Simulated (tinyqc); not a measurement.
One anharmonic mode: perturbation theory, self-consistent phonons and exact levels: one step, computed by the program tinyqc. Command: `OMP_NUM_THREADS=1 python tinyqc.py 3013114 3013115 out.jsonl scp walk`. One thread of a shared host (Intel(R) Xeon(R) Processor @ 2.30GHz), about 0.04 s of CPU time with the checks.

V(x) = k x^2/2 + b x^4 for one coordinate x of mass M. A constant K > 0 gives hbar Omega = sqrt((hbar^2/u) K/M) with K in eV/angstrom^2 and M in u.

Problem. Levels in the small basis. Diagonalise H.

Shape: double well.

H (meV), lower triangle (symmetric):
```
        1        2        3         4
1  6.3890
2  0.0000  31.9449
3  1.8144   0.0000  83.0567
4  0.0000  24.0090   0.0000  159.7245
```

Give: levels.

Solution.

levels (meV): 6.3  27.6  83.1  164.1
